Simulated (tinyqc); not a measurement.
Inside a calculation. Method: UHF in the sto-6g basis, for H3+, spin multiplicity 1. Computed by tinyqc, a small Python program that keeps every step (integrals from PySCF). Settings: charge = 1, multiplicity = 1, basis = sto-6g, energy threshold = 1e-09, iteration cap = 53, orthogonalisation = symmetric, start = Wolfsberg-Helmholz matrix, DIIS depth = 0, damping = 0.2, method = UHF, break = 0.7. Command: `OMP_NUM_THREADS=1 python tinyqc.py 24597 24598 out.jsonl` (the two numbers bound the seeds that draw the settings). One thread of a shared host (Intel(R) Xeon(R) Processor @ 2.60GHz), about 0.07 s of CPU time with the checks. Later iterations appear only in the table of the cycle.

## One-electron integrals

Geometry (angstrom):

| atom | x | y | z |
|---|---|---|---|
| H | 0.00000 | 0.00000 | 0.00000 |
| H | 0.00000 | 0.00000 | 1.04700 |
| H | 0.00000 | 0.90700 | 0.52400 |

Basis sto-6g: exponents (1/bohr^2) and contraction coefficients of normalised primitives:

| element | l (shell) | exponent | coefficient |
|---|---|---|---|
| H | s (1) | 35.52322 | 0.00916 |
| H | s (1) | 6.51314 | 0.04936 |
| H | s (1) | 1.82214 | 0.16854 |
| H | s (1) | 0.62596 | 0.37056 |
| H | s (1) | 0.24308 | 0.41649 |
| H | s (1) | 0.10011 | 0.13033 |

Overlap, kinetic and nuclear-attraction integrals over the contracted functions; the nuclear repulsion is the sum of Za Zb / Rab.

nuclear repulsion = 1.5160402 hartree

overlap S, lower triangle:
```
         1H 1s    2H 1s    3H 1s
1H 1s  1.00000
2H 1s  0.46955  1.00000
3H 1s  0.46927  0.46956  1.00000
```

kinetic energy T (hartree), lower triangle:
```
         1H 1s    2H 1s    3H 1s
1H 1s  0.76852
2H 1s  0.09570  0.76852
3H 1s  0.09554  0.09570  0.76852
```

nuclear attraction V (hartree), lower triangle:
```
          1H 1s     2H 1s     3H 1s
1H 1s  -2.22439
2H 1s  -0.98622  -2.22460
3H 1s  -0.98555  -0.98624  -2.22440
```

core Hamiltonian H = T + V (hartree), lower triangle:
```
          1H 1s     2H 1s     3H 1s
1H 1s  -1.45587
2H 1s  -0.89052  -1.45608
3H 1s  -0.89001  -0.89054  -1.45587
```

## Two-electron integrals

Functions are numbered as in S; the eight-fold symmetry (ij|kl) = (ji|kl) = (kl|ij) leaves the list below.

Two-electron integrals (ij|kl) in chemists' order, unique and non-zero (hartree):
```
(11|11) 0.77500   (21|11) 0.28835   (21|21) 0.13946   (22|11) 0.46300
(22|21) 0.28835   (22|22) 0.77500   (31|11) 0.28814   (31|21) 0.12486
(31|22) 0.22832   (31|31) 0.13928   (32|11) 0.22841   (32|21) 0.12493
(32|22) 0.28836   (32|31) 0.12487   (32|32) 0.13947   (33|11) 0.46285
(33|21) 0.22840   (33|22) 0.46300   (33|31) 0.28814   (33|32) 0.28836
(33|33) 0.77500
```

## Orthogonalisation

S = U s U^T; symmetric (Loewdin) form X = U s^(-1/2) U^T, so that X^T S X = 1.

eigenvalues of S: 0.53036  0.53073  1.93892

X, lower triangle:
```
          1H 1s     2H 1s    3H 1s
1H 1s   1.15460
2H 1s  -0.21834   1.15476
3H 1s  -0.21806  -0.21835  1.15461
```

## Starting guess

The start is the generalised Wolfsberg-Helmholz matrix (K = 1.75) built on H, with HOMO and LUMO mixed by +/-0.7 rad for the two spins; D(s) = C_occ C_occ^T for each spin.

D(alpha) at the start, lower triangle:
```
          1H 1s     2H 1s    3H 1s
1H 1s   0.89681
2H 1s   0.29154   0.09477
3H 1s  -0.28738  -0.09342  0.09209
```

D(beta) at the start, lower triangle:
```
          1H 1s    2H 1s    3H 1s
1H 1s   0.09789
2H 1s  -0.10220  0.10669
3H 1s  -0.29335  0.30626  0.87910
```

## Iteration 1: building the Fock matrix

J_ij = sum D_kl (ij|kl) with D = D(alpha) + D(beta), K_ij = sum D_kl (ik|jl) for each spin; F = H + J - K(s); E = tr D H + tr D J / 2 - 0.5 sum_s tr D(s) K(s) + E_nn.

Coulomb J (hartree), lower triangle:
```
         1H 1s    2H 1s    3H 1s
1H 1s  1.18544
2H 1s  0.52771  1.03309
3H 1s  0.55111  0.52699  1.18092
```

exchange K(alpha) (hartree), lower triangle:
```
         1H 1s    2H 1s    3H 1s
1H 1s  0.70026
2H 1s  0.33853  0.25381
3H 1s  0.19372  0.11104  0.06282
```

exchange K(beta) (hartree), lower triangle:
```
         1H 1s    2H 1s    3H 1s
1H 1s  0.06168
2H 1s  0.11175  0.26333
3H 1s  0.19029  0.34126  0.69187
```

F(alpha) (hartree), lower triangle:
```
          1H 1s     2H 1s     3H 1s
1H 1s  -0.97069
2H 1s  -0.70135  -0.67679
3H 1s  -0.53263  -0.47458  -0.33777
```

F(beta) (hartree), lower triangle:
```
          1H 1s     2H 1s     3H 1s
1H 1s  -0.33211
2H 1s  -0.47456  -0.68632
3H 1s  -0.52919  -0.70480  -0.96682
```

total energy of this density = -0.8828626 hartree

This density is the starting one.

## Iteration 1: diagonalisation and new density

Diagonalise F' = X^T F X, C = X C', fill 1 alpha and 1 beta electrons from the bottom; D(s) = C_occ C_occ^T; the new density keeps 0.2 of the old one (damping). Each column has its largest component positive (the first on a tie).

F' = X^T F X (alpha) (hartree), lower triangle:
```
          1         2         3
1  -0.76573
2  -0.36347  -0.42266
3  -0.19775  -0.19372  -0.08800
```

orbital energies (alpha) (hartree): MO1 -1.07097, MO2 -0.20795, MO3 0.00252

coefficients C (alpha):
```
           MO1       MO2       MO3
1H 1s  0.75500  -0.90516  -0.19747
2H 1s  0.37899   0.95413  -0.61222
3H 1s  0.01632   0.26293   1.16574
```

F' = X^T F X (beta) (hartree), lower triangle:
```
          1         2         3
1  -0.08280
2  -0.19252  -0.43285
3  -0.19516  -0.36725  -0.76074
```

orbital energies (beta) (hartree): MO1 -1.07211, MO2 -0.20870, MO3 0.00441

coefficients C (beta):
```
           MO1       MO2       MO3
1H 1s  0.01119   0.24694   1.16928
2H 1s  0.39020   0.95934  -0.59685
3H 1s  0.74910  -0.90834  -0.20521
```

D(alpha) after iteration 1, lower triangle:
```
          1H 1s     2H 1s    3H 1s
1H 1s   0.63538
2H 1s   0.28721   0.13386
3H 1s  -0.04762  -0.01374  0.01863
```

D(beta) after iteration 1, lower triangle:
```
          1H 1s    2H 1s    3H 1s
1H 1s   0.01968
2H 1s  -0.01695  0.14314
3H 1s  -0.05196  0.29509  0.62474
```

## Iteration 2: building the Fock matrix

As before.

Coulomb J (hartree), lower triangle:
```
         1H 1s    2H 1s    3H 1s
1H 1s  1.16070
2H 1s  0.53653  1.08850
3H 1s  0.54739  0.53616  1.15839
```

exchange K(alpha) (hartree), lower triangle:
```
         1H 1s    2H 1s    3H 1s
1H 1s  0.64845
2H 1s  0.37550  0.34077
3H 1s  0.27311  0.19967  0.15797
```

exchange K(beta) (hartree), lower triangle:
```
         1H 1s    2H 1s    3H 1s
1H 1s  0.15620
2H 1s  0.20063  0.34824
3H 1s  0.27054  0.37732  0.64288
```

F(alpha) (hartree), lower triangle:
```
          1H 1s     2H 1s     3H 1s
1H 1s  -0.94361
2H 1s  -0.72949  -0.70835
3H 1s  -0.61573  -0.55405  -0.45545
```

F(beta) (hartree), lower triangle:
```
          1H 1s     2H 1s     3H 1s
1H 1s  -0.45137
2H 1s  -0.55463  -0.71582
3H 1s  -0.61316  -0.73170  -0.94037
```

total energy of this density = -1.0814946 hartree

This density is a damped mixture and is not idempotent.

## Iteration 2: diagonalisation and new density

As before.

F' = X^T F X (alpha) (hartree), lower triangle:
```
          1         2         3
1  -0.68826
2  -0.37360  -0.42272
3  -0.26917  -0.24180  -0.16587
```

orbital energies (alpha) (hartree): MO1 -1.09174, MO2 -0.16961, MO3 -0.01550

coefficients C (alpha):
```
           MO1       MO2       MO3
1H 1s  0.66876   0.95724  -0.25451
2H 1s  0.39278  -0.92391  -0.64878
3H 1s  0.13425  -0.26206   1.15829
```

F' = X^T F X (beta) (hartree), lower triangle:
```
          1         2         3
1  -0.16184
2  -0.24167  -0.43068
3  -0.26725  -0.37579  -0.68434
```

orbital energies (beta) (hartree): MO1 -1.09217, MO2 -0.17041, MO3 -0.01428

coefficients C (beta):
```
           MO1       MO2       MO3
1H 1s  0.13050  -0.24582   1.16227
2H 1s  0.40091  -0.93024  -0.63462
3H 1s  0.66449   0.95757  -0.26431
```

D(alpha) after iteration 2, lower triangle:
```
         1H 1s    2H 1s    3H 1s
1H 1s  0.48486
2H 1s  0.26758  0.15019
3H 1s  0.06230  0.03944  0.01815
```

D(beta) after iteration 2, lower triangle:
```
         1H 1s    2H 1s    3H 1s
1H 1s  0.01756
2H 1s  0.03847  0.15721
3H 1s  0.05898  0.27214  0.47818
```

## Iteration 3: building the Fock matrix

As before.

Coulomb J (hartree), lower triangle:
```
         1H 1s    2H 1s    3H 1s
1H 1s  1.15015
2H 1s  0.54038  1.11223
3H 1s  0.54599  0.54019  1.14892
```

exchange K(alpha) (hartree), lower triangle:
```
         1H 1s    2H 1s    3H 1s
1H 1s  0.59931
2H 1s  0.38253  0.37918
3H 1s  0.30968  0.24938  0.22802
```

exchange K(beta) (hartree), lower triangle:
```
         1H 1s    2H 1s    3H 1s
1H 1s  0.22627
2H 1s  0.25025  0.38484
3H 1s  0.30772  0.38379  0.59550
```

F(alpha) (hartree), lower triangle:
```
          1H 1s     2H 1s     3H 1s
1H 1s  -0.90503
2H 1s  -0.73267  -0.72303
3H 1s  -0.65370  -0.59972  -0.53497
```

F(beta) (hartree), lower triangle:
```
          1H 1s     2H 1s     3H 1s
1H 1s  -0.53199
2H 1s  -0.60038  -0.72869
3H 1s  -0.65175  -0.73414  -0.90246
```

total energy of this density = -1.1707734 hartree

This density is a damped mixture and is not idempotent.

## Iteration 3: diagonalisation and new density

As before.

F' = X^T F X (alpha) (hartree), lower triangle:
```
          1         2         3
1  -0.62494
2  -0.37071  -0.42323
3  -0.30199  -0.27088  -0.22890
```

orbital energies (alpha) (hartree): MO1 -1.09693, MO2 -0.14749, MO3 -0.03265

coefficients C (alpha):
```
           MO1       MO2       MO3
1H 1s  0.60665   0.99056  -0.28126
2H 1s  0.40069  -0.89896  -0.67833
3H 1s  0.21035  -0.26347   1.14659
```

F' = X^T F X (beta) (hartree), lower triangle:
```
          1         2         3
1  -0.22586
2  -0.27110  -0.42926
3  -0.30053  -0.37207  -0.62195
```

orbital energies (beta) (hartree): MO1 -1.09712, MO2 -0.14807, MO3 -0.03189

coefficients C (beta):
```
           MO1       MO2       MO3
1H 1s  0.20754  -0.24759   1.15063
2H 1s  0.40671  -0.90607  -0.66516
3H 1s  0.60349   0.98933  -0.29216
```

D(alpha) after iteration 3, lower triangle:
```
         1H 1s    2H 1s    3H 1s
1H 1s  0.39139
2H 1s  0.24798  0.15848
3H 1s  0.11455  0.07531  0.03903
```

D(beta) after iteration 3, lower triangle:
```
         1H 1s    2H 1s    3H 1s
1H 1s  0.03797
2H 1s  0.07522  0.16377
3H 1s  0.11199  0.25078  0.38700
```

## Iteration 36 (converged): orbitals

converged F(alpha) (hartree), lower triangle:
```
          1H 1s     2H 1s     3H 1s
1H 1s  -0.73988
2H 1s  -0.69168  -0.74006
3H 1s  -0.69137  -0.69167  -0.73985
```

converged F(beta) (hartree), lower triangle:
```
          1H 1s     2H 1s     3H 1s
1H 1s  -0.73984
2H 1s  -0.69166  -0.74007
3H 1s  -0.69137  -0.69169  -0.73989
```

Diagonalise F' = X^T F X, C = X C', fill 1 alpha and 1 beta electrons from the bottom; D(s) = C_occ C_occ^T. Each column has its largest component positive (the first on a tie).

F' = X^T F X (alpha) (hartree), lower triangle:
```
          1         2         3
1  -0.42580
2  -0.33472  -0.42574
3  -0.33440  -0.33471  -0.42575
```

orbital energies (alpha) (hartree): MO1 -1.09498, MO2 -0.09137, MO3 -0.09093

coefficients C (alpha):
```
           MO1       MO2       MO3
1H 1s  0.41460   0.98619  -0.53278
2H 1s  0.41473  -0.03195   1.12062
3H 1s  0.41456  -0.95426  -0.58811
```

F' = X^T F X (beta) (hartree), lower triangle:
```
          1         2         3
1  -0.42575
2  -0.33470  -0.42574
3  -0.33440  -0.33473  -0.42579
```

orbital energies (beta) (hartree): MO1 -1.09498, MO2 -0.09137, MO3 -0.09093

coefficients C (beta):
```
           MO1       MO2       MO3
1H 1s  0.41455  -0.96922  -0.56311
2H 1s  0.41473  -0.00283   1.12107
3H 1s  0.41460   0.97201  -0.55824
```

D(alpha) after iteration 36, lower triangle:
```
         1H 1s    2H 1s    3H 1s
1H 1s  0.17189
2H 1s  0.17195  0.17200
3H 1s  0.17188  0.17193  0.17186
```

D(beta) after iteration 36, lower triangle:
```
         1H 1s    2H 1s    3H 1s
1H 1s  0.17185
2H 1s  0.17193  0.17200
3H 1s  0.17188  0.17195  0.17190
```

## Convergence

Stop when the energy changes by less than 1e-09 hartree and every element of the error matrix X^T (F D S - S D F) X (for each spin) is below 9e-06.

Course of the cycle:

| iteration | E (hartree) | change | largest element of the error matrix |
|---|---|---|---|
| 1 | -0.8828626 | - | 2.46e-01 |
| 2 | -1.0814946 | -1.99e-01 | 1.39e-01 |
| 3 | -1.1707734 | -8.93e-02 | 8.79e-02 |
| 4 | -1.2097467 | -3.90e-02 | 6.00e-02 |
| 5 | -1.2279388 | -1.82e-02 | 4.30e-02 |
| 6 | -1.2370989 | -9.16e-03 | 3.17e-02 |
| 7 | -1.2419804 | -4.88e-03 | 2.37e-02 |
| 8 | -1.2446770 | -2.70e-03 | 1.78e-02 |
| 9 | -1.2461981 | -1.52e-03 | 1.35e-02 |
| 10 | -1.2470666 | -8.68e-04 | 1.02e-02 |
| 11 | -1.2475657 | -4.99e-04 | 7.79e-03 |
| 12 | -1.2478536 | -2.88e-04 | 5.92e-03 |
| 13 | -1.2480201 | -1.66e-04 | 4.51e-03 |
| 14 | -1.2481165 | -9.64e-05 | 3.43e-03 |
| ... | ... | ... | ... |
| 23 | -1.2482483 | -7.12e-07 | 2.95e-04 |
| 24 | -1.2482487 | -4.13e-07 | 2.25e-04 |
| 25 | -1.2482490 | -2.40e-07 | 1.71e-04 |
| 26 | -1.2482491 | -1.39e-07 | 1.30e-04 |
| 27 | -1.2482492 | -8.05e-08 | 9.92e-05 |
| 28 | -1.2482493 | -4.67e-08 | 7.56e-05 |
| 29 | -1.2482493 | -2.71e-08 | 5.75e-05 |
| 30 | -1.2482493 | -1.57e-08 | 4.38e-05 |
| 31 | -1.2482493 | -9.10e-09 | 3.34e-05 |
| 32 | -1.2482493 | -5.28e-09 | 2.54e-05 |
| 33 | -1.2482493 | -3.06e-09 | 1.93e-05 |
| 34 | -1.2482493 | -1.77e-09 | 1.47e-05 |
| 35 | -1.2482493 | -1.03e-09 | 1.12e-05 |
| 36 | -1.2482493 | -5.97e-10 | 8.54e-06 |

PySCF UHF in the same basis, after a stability check = -1.2482493 hartree

Converged in 36 iterations.

## Populations, bond orders and dipole

Mulliken: Z minus the diagonal of D S on the atom; Loewdin: the same with S^(1/2) D S^(1/2); Mayer order: 2 sum_s sum (D(s) S)_ij (D(s) S)_ji over the two atoms.

Charges (e):

| atom | Mulliken | Loewdin | Mulliken spin |
|---|---|---|---|
| 1H | 0.33347 | 0.33347 | 4.91e-05 |
| 2H | 0.33306 | 0.33308 | -7.39e-07 |
| 3H | 0.33346 | 0.33345 | -4.84e-05 |

Mayer bond orders:

| pair | order |
|---|---|
| 2-1 | 0.44453 |
| 3-1 | 0.44426 |
| 3-2 | 0.44454 |

dipole moment about the origin, x y z (debye): 0.00000  1.45273  2.51424

<S^2> of the determinant (pure state: 0) = 2.41e-09
